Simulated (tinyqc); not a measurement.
Inputs raised by 2 %, one at a time: Berg model of reactive sputtering of a nitride or oxide: poisoning, hysteresis and pumping speed. Computed by tinyqc, a small Python program. Command: `OMP_NUM_THREADS=1 python tinyqc.py 3010195 3010196 out.jsonl berg sens`. One thread of a shared host (Intel(R) Xeon(R) Processor @ 2.30GHz), about 0.04 s of CPU time with the checks.

A diatomic gas reacts with bare metal on the target and on the collecting surfaces; ions remove metal and compound from the target. theta_t and theta_c are the compound fractions.

Inputs (values chosen for the exercise, close to those used for tantalum nitride):

| quantity | value | unit |
|---|---|---|
| ion current density J | 13 | mA/cm^2 |
| target area A_t | 190 | cm^2 |
| collecting area A_c | 4600 | cm^2 |
| metal yield Y_m | 0.61 | - |
| compound yield Y_c | 0.25 | - |
| sticking coefficient alpha | 0.51 | - |
| reactive atoms per metal atom z | 1 | - |
| gas mass M | 28 | u |
| pumping speed S | 90 | l/s |
| gas temperature T | 300 | K |
| reactive partial pressure P | 0.0037 | Pa |

Constants: e = 1.602176634e-19 C; u = 1.6605390666e-27 kg; k_B = 1.380649e-23 J/K.

Method:
- Ion flux j = J/e; gas flux F = P/sqrt(2 pi M k_B T). Target: (2/z) alpha F (1 - theta_t) = j Y_c theta_t. Sputtered flows F_c = j Y_c theta_t A_t, F_m = j Y_m (1 - theta_t) A_t. Collector: (2/z) alpha F (1 - theta_c) A_c + F_c (1 - theta_c) = F_m theta_c. Gas use Q = alpha F [(1 - theta_t) A_t + (1 - theta_c) A_c] + P S/(k_B T); 1 sccm = 4.4780e17 molecules/s. Rate R = F_m + F_c, given relative to j Y_m A_t.
- P is a single-valued function of the flow Q only if dQ/dP > 0 everywhere: S must exceed k_B T times the steepest fall of the surface terms with P.
- Turning points solve dQ/dP = 0; a jump keeps Q fixed; the width of the loop is the difference of the two turning flows.

Runs:

| input moved | from | to | critical pumping speed (l/s) | total flow Q (sccm) | theta_c | width of the loop (sccm) |
|---|---|---|---|---|---|---|
| base run | - | - | 265.3 | 7.630 | 0.8932 | 0.8197 |
| ion current density J (mA/cm^2) | 13 | 13.26 | 265.3 | 7.782 | 0.8907 | 0.8361 |
| target area A_t (cm^2) | 190 | 193.8 | 267.4 | 7.763 | 0.8914 | 0.8387 |
| collecting area A_c (cm^2) | 4600 | 4692 | 268.5 | 7.645 | 0.8950 | 0.8343 |
| compound yield Y_c | 0.25 | 0.255 | 256.7 | 7.676 | 0.8926 | 0.7795 |
| sticking coefficient alpha | 0.51 | 0.5202 | 270.6 | 7.626 | 0.8957 | 0.8370 |
| pumping speed S (l/s) | 90 | 91.8 | 265.3 | 7.633 | 0.8932 | 0.8024 |
| reactive partial pressure P (Pa) | 0.0037 | 0.003774 | 265.3 | 7.629 | 0.8957 | 0.8197 |

Exponents ln(y'/y) / ln(x'/x):

| input | critical pumping speed | total flow Q | theta_c | width of the loop |
|---|---|---|---|---|
| ion current density J | 0.000 | 1.000 | -0.144 | 1.000 |
| target area A_t | 0.393 | 0.874 | -0.105 | 1.159 |
| collecting area A_c | 0.604 | 0.101 | 0.103 | 0.893 |
| compound yield Y_c | -1.675 | 0.303 | -0.036 | -2.537 |
| sticking coefficient alpha | 1.000 | -0.027 | 0.142 | 1.053 |
| pumping speed S | 0.000 | 0.024 | 0.000 | -1.078 |
| reactive partial pressure P | 0.000 | -0.003 | 0.142 | 0.000 |

To which inputs is each result most sensitive?

Among the inputs moved here: critical pumping speed answers most in size to compound yield Y_c (exponent -1.675), next to sticking coefficient alpha (+1.000); its exponent is below 0.0005 for ion current density J, pumping speed S, reactive partial pressure P. Its exponent 0.000 in ion current density J: pressures and flows both scale with the current. Its exponent +1.000 in sticking coefficient alpha: surface pumping is proportional to alpha. Total flow Q answers most in size to ion current density J (exponent +1.000), next to target area A_t (+0.874). theta_c answers most in size to ion current density J (exponent -0.144), and about equally to sticking coefficient alpha (+0.142), reactive partial pressure P (+0.142); its exponent is below 0.0005 for pumping speed S. width of the loop answers most in size to compound yield Y_c (exponent -2.537), next to target area A_t (+1.159); its exponent is below 0.0005 for reactive partial pressure P.

Caution (rows base run, collecting area A_c, sticking coefficient alpha, pumping speed S, reactive partial pressure P): here dQ/dP is negative, a branch that flow control cannot hold.
